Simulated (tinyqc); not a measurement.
# On-chip interconnect, size-dependent resistivity and RC delay, step by step

Numbers from tinyqc (`OMP_NUM_THREADS=1 python tinyqc.py 2100034 2100035 out.jsonl`; about 0.01 s on one thread of a shared Intel Xeon 2.30GHz). Printed values are rounded.

A rectangular line between two neighbours and two ground planes. Surface and grain-boundary scattering are added to the bulk resistivity as corrections; capacitances are parallel-plate values without fringing; inductance is ignored.

Values chosen for this exercise; metal values close to those of copper:
```
symbol  value     unit                                             meaning
rho0     1.67  uohm cm                                    bulk resistivity
lam      39.2       nm                                 bulk mean free path
ps          0                         specular share of surface scattering
Rg       0.32                   reflection coefficient of grain boundaries
gr        0.7                              grain size over the metal width
wd         32       nm                                    drawn line width
AR        1.7                              aspect ratio, height over width
tl        1.9       nm  liner on both walls and the bottom, not conducting
sp         48       nm                     space to the neighbouring lines
hd         80       nm     dielectric height to the planes above and below
ek        2.2                      relative permittivity of the dielectric
Mf          1                              Miller factor of the neighbours
Lw         45       um                                         line length
Rd       1800      ohm                                   driver resistance
Cl       0.83       fF                                    load capacitance
dt        1.7       ps                                           time step
```

Constants: eps0 = 8.8541878128e-12 F/m. Results are converted to the units shown.

Range of the model: The metal width is under the mean free path, where the thick-limit surface term and the simple sum of corrections lose accuracy.

## Resistivity, resistance and capacitance per length

Metal width x = wd - 2 tl, height y = AR wd - tl; grain boundaries (Mayadas-Shatzkes): al = (lam/(gr x)) Rg/(1 - Rg), g = 1/[1 - 3 al/2 + 3 al^2 - 3 al^3 ln(1 + 1/al)] - 1; surfaces (Fuchs-Sondheimer, thick limit): s = (3/8) lam (1 - ps)(1/x + 1/y); rho = rho0 (1 + g + s); r = rho/(x y); c = eps0 ek (2 wd/hd + 2 Mf AR wd/sp).

x = 28.2 nm
y = 52.5 nm
al = 0.934501
g = 1.28949
s = 0.801277
rho = 5.16159 uohm cm
r = 34.8638 ohm/um
c = 0.0597363 fF/um

rho is 3.09 times the bulk value; grain boundaries add more (1.29 against 0.801). The liner takes 15.0 % of the cross-section.

## Ladder and Elmore delays

6 equal pi sections: series Rs = r Lw/6; node capacitances c Lw/6, halved at nodes 0 and 6, with Cl added to node 6; Rd feeds node 0. Elmore delay of node k: the sum, over the resistors on the path to k, of resistance times all capacitance downstream of it.

Rs = 261.478 ohm

```
node    C (fF)  Elmore delay (ps)
0     0.224011            6.33264
1     0.448022            7.19398
2     0.448022            7.93817
3     0.448022            8.56522
4     0.448022            9.07511
5     0.448022            9.46786
6      1.05401            9.74346
```

The far-end value equals Rd (c Lw + Cl) + r Lw (c Lw/2 + Cl) for any number of pi sections; the line resistance contributes 35.0 % of it.

## Step 1: node voltages after a time step

v at t = 0, node 0 to 6 (V): 0  0  0  0  0  0  0

A 1 V step is applied behind Rd at t = 0. C dv/dt = -G v + b, with G the conductance matrix of the ladder (1/Rs between neighbours, 1/Rd added at node 0) and b = (1 V/Rd, 0, ...). Trapezoidal step: (C/dt + G/2) v(new) = (C/dt - G/2) v + b.

v at t = 1 dt, node 0 to 6 (V): 0.557519  0.386394  0.268523  0.187661  0.132661  0.095946  0.072454

## Step 2: node voltages after a time step

As before.

v at t = 2 dt, node 0 to 6 (V): 0.428067  0.442911  0.412291  0.364478  0.315169  0.272731  0.241433

## Course in time

A 1 V step is applied behind Rd at t = 0. C dv/dt = -G v + b, with G the conductance matrix of the ladder (1/Rs between neighbours, 1/Rd added at node 0) and b = (1 V/Rd, 0, ...). Trapezoidal step: (C/dt + G/2) v(new) = (C/dt - G/2) v + b. The last column solves the same ladder exactly by its modes.

Voltages (V):
```
t (ps)  node 0  node 3  node 6  node 6, exact
1.700   0.5575  0.1877  0.0725         0.0907
3.400   0.4281  0.3645  0.2414         0.2446
5.100   0.6785  0.4442  0.3822         0.3765
6.800   0.6133  0.5647  0.4836         0.4856
8.500   0.7836  0.6256  0.5788         0.5756
10.20   0.7337  0.7012  0.6500         0.6498
11.90   0.8566  0.7476  0.7128         0.7111
13.60   0.8150  0.7952  0.7626         0.7616
15.30   0.9064  0.8297  0.8043         0.8033
17.00   0.8705  0.8597  0.8388         0.8377
18.70   0.9399  0.8850  0.8668         0.8661
20.40   0.9086  0.9040  0.8905         0.8895
```

The far end of the ladder reaches 0.5 V at 7.052 ps, 0.724 of its Elmore delay (ln 2 = 0.693 for a single pole); the slowest mode has a time constant of 8.841 ps. The largest error of the trapezoidal steps at that node is 18 mV. Node 0 swings up and down from step to step: the trapezoidal rule does not damp modes much faster than dt, so these swings are numerical.
